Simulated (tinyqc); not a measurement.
n-type polysilicon, carrier trapping at grain boundaries: one step of the calculation.

One-dimensional grains of size Lg, uniform ionised doping N, monovalent traps Qt at each boundary at a depth Et below (for electrons) or above (for holes) the band edge there, abrupt depletion of width W on each side of a boundary, Boltzmann statistics. xi is the distance from the band edge at the grain centre to the Fermi level. Trapped charge Qt/(1 + exp((xi + VB - Et)/Vt)) = 2 N W, barrier VB = q N W^2/(2 eps0 eps_r).

Problem. Resistivity and effective mobility. n0 = NB exp(-xi/Vt); mean density n0 (1 - 2 W/Lg) by charge balance in a partly depleted grain, and n0 (sqrt(pi)/2) erf(u)/u with u = sqrt(VB/Vt) in a fully depleted one; v = sqrt(kB T/(2 pi ms m0)); barrier resistivity Vt exp(VB/Vt)/(q fe n0 v Lg); grain resistivity (1 - 2 W/Lg)/(q n0 mug); effective mobility 1/(q mean density total resistivity).

Values chosen for this exercise; values of the order met in polycrystalline silicon:
```
symbol    value        unit                                 meaning
T           400           K                             temperature
NB      4.31e19       cm^-3  conduction-band density of states at T
Lg           66          nm                              grain size
ms         0.35          m0            mass for thermionic emission
fe          0.5              correction factor of the emission rate
mug         110  cm^2/(V s)              mobility inside the grains
```

Constants: q = 1.602176634e-19 C, kB = 1.380649e-23 J/K, m0 = 9.1093837015e-31 kg, Vt = kB T/q. Results are converted to the units shown.

W = 9.0296077 nm
xi = 0.17009602 V
VB = 0.019545432 V

Find: n0; mean density; v; barrier resistivity; grain resistivity; resistivity; effective mobility.

Solution.

n0 = 3.1000e17 cm^-3
mean density = 2.2518e17 cm^-3
v = 5.2505e6 cm/s
barrier resistivity = 0.070616 ohm cm
grain resistivity = 0.13295 ohm cm
resistivity = 0.20357 ohm cm
effective mobility = 136.16 cm^2/(V s)

The resistivity is 1.11 times that of a single crystal with the same N and mobility mug, and the mean density is 72.6 % of N. The effective mobility exceeds mug only because drift through the depleted grain is left out.

tinyqc, about 0.01 s, one thread, Intel Xeon 2.30GHz (shared host): `OMP_NUM_THREADS=1 python tinyqc.py 2830243 2830244 out.jsonl`
